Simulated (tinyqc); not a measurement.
# Resistance of a source-drain extension with a graded tip: abruptness at a fixed junction position

y runs along the channel, the gate covers y > 0. The doping is N0 for y < y0 and N0 10^(-(y - y0)/la) beyond, uniform over the depth xj. Sheet conductance s(y) = q mu(N) max(N - Nch, 0) xj + (for y > 0) ma Cox Vo, with mu(N) = u0 + (u1 - u0)/(1 + (N/Nr)^au) and Cox = eps0 eox/tox. Current is taken as one-dimensional; depletion of the tip, spreading and the contact are left out. The metallurgical junction lies at yj, where N = Nch.

R_spacer = integral of dy/s from -Ls to 0, R_ov from 0 to yj, R_channel = (Lg - 2 yj)/(ma Cox Vo), R_total = 2 R_spacer + 2 R_ov + R_channel. Electrical length L_eff = ma Cox dR_total/d(1/Vo); R_series = R_total - L_eff/(ma Cox Vo). y0 is moved with la so that yj stays at 8.6240 nm.

Parameters, values chosen for the exercise; mobility law close to that of electrons in silicon:
```
symbol,value,unit,meaning
eox,7.52,,relative permittivity of the gate insulator (close to silicon nitride)
tox,2.9,nm,insulator thickness
N0,5.8e19,cm^-3,active doping of the extension far from the gate
xj,25,nm,depth of the extension
Nch,1.5e18,cm^-3,channel doping
Ls,6,nm,spacer length
Vo,0.32,V,gate overdrive
ma,140,cm^2/(V s),mobility of the gate-induced layer
u1,1414,cm^2/(V s),mobility at low doping
u0,68.5,cm^2/(V s),mobility at high doping
Nr,9.2e16,cm^-3,reference doping
au,0.711,,exponent
Lg,60,nm,gate length
```

Constants: q = 1.602176634e-19 C, eps0 = 8.8541878128e-14 F/cm where lengths are in cm. Results are converted to the units shown.

The same in every row: yj (nm) = 8.624; R_channel (ohm um) = 415.6.

Abruptness at a fixed junction position:
```
la (nm/decade)  R_spacer (ohm um)  R_ov (ohm um)  R_total (ohm um)  L_eff (nm)  R_series (ohm um)
1                           3.229          8.165             438.4       43.24              18.04
2.1                         3.229          12.31             446.7       43.73              21.61
3.1                         3.229          16.08             454.2       44.17              24.86
4.2                         3.229          20.22             462.5       44.65              28.43
5.3                         3.229          24.36             470.8       45.14              32.00
6.3                         3.426          27.96             478.4       45.57              35.34
7.4                         4.229          31.42             486.9       46.04              39.35
8.5                         5.605          34.43             495.7       46.48              43.82
```

What does the comparison show, and why?

As la goes from 1 to 8.5 nm/decade, R_total rises from 438 to 496 ohm um, R_spacer rises from 3.23 to 5.60 ohm um and R_ov rises from 8.16 to 34.4 ohm um. R_total changes on average by 7.64 ohm um for each nm/decade. L_eff exceeds the metallurgical length by 0.488 nm in the first row and 3.73 nm in the last, since the gate also controls the lightly doped tips.

tinyqc, about 0.04 s, one thread, Intel Xeon 2.30GHz (shared host): `OMP_NUM_THREADS=1 python tinyqc.py 2282162 2282163 out.jsonl`
